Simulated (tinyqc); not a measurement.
# From share of neutral donors in the ground state back to temperature T

Model: valley-orbit splitting of a donor ground state, with strain. Computed by tinyqc, a small Python program. Command: `OMP_NUM_THREADS=1 python tinyqc.py 3027358 3027359 out.jsonl valleyorbit inv`. One thread of a shared host (Intel(R) Xeon(R) Processor @ 2.30GHz), about 0.01 s of CPU time with the checks.

The basis is the 1s envelope in each valley; energies are counted from the unstrained conduction-band edge. The strain is e_s (a a^T - 1/3) for the unit stress axis a, so valley j along n_j moves by Xi_u e_s w_j with w_j = (n_j.a)^2 - 1/3: +1/6 for x and y, -1/3 for z. The splitting at the zone boundary that a [110] shear adds for <100> valleys is left out.

Inputs (values chosen for the exercise, modelled on donors in silicon): single-valley binding energy E_0 = 31.4 meV; central-cell shift Lambda = 5.33 meV; coupling Delta_1 = 2.39 meV; coupling Delta_2 = 1.91 meV; shear deformation potential Xi_u = 8.3 eV; shear strain e_s = -0.00023; donor density N_D = 1.6e+17 cm^-3; density-of-states mass of one valley m_e = 0.328 m_0.

Valleys: six along <100>. Stress axis: [110].

Constants: k_B = 8.617333262e-05 eV/K; m_0 = 9.1093837015e-31 kg; k_B = 1.380649e-23 J/K; h = 6.62607015e-34 J s.

Method. H_jj = -(E_0 + Lambda) + Xi_u e_s w_j; H_jk = -Delta_2 between opposite valleys and -Delta_1 between perpendicular ones. z = sum over levels of exp(-(E - E_ground)/k_B T), the ground-state share being 1/z; N_c = 2 (2 pi m_e k_B T/h^2)^(3/2) sum_j exp(-(shift_j - lowest shift)/k_B T); n1 = N_c/(2 z) exp(-binding/k_B T), binding = lowest shift - E_ground; without compensation n = 2 N_D/(1 + sqrt(1 + 4 N_D/n1)) (Boltzmann statistics; p and higher states left out).

Question. A run gave the result below. Find the temperature T, known to lie between 50 and 89 K.

share of neutral donors in the ground state = 0.6679781

Answer.

Each step takes the trial c = (a f_b - b f_a)/(f_b - f_a), f being the result less the target and a, b, c the logarithms of the listed values; c replaces end b, the old b replaces a if the sign of f changed, and otherwise f_a is halved.

Scan of the range:
```
temperature T (K)  share of neutral donors in the ground state
50.0                                                  0.828992
55.0                                                  0.784070
60.6                                                  0.735433
66.7                                                  0.686167
73.4                                                  0.637477
80.8                                                  0.590429
89.0                                                  0.545893
```

False position (Illinois rule, in the logarithm of the input) inside the bracket:
```
step    end a    end b    trial  share of neutral donors in the ground state
1     66.7000  73.4000  69.1282                                     0.667844
2     66.7000  69.1282  69.0922                                     0.668110
3     69.1282  69.0922  69.1100                                     0.667978
4     69.0922  69.1100  69.1100                                     0.667978
```

Share of neutral donors in the ground state falls at every point of a 13-point scan of the range (every second point is shown), so one value fits; it is bracketed by 66.7 and 73.4. Answer: temperature T = 69.11 K.
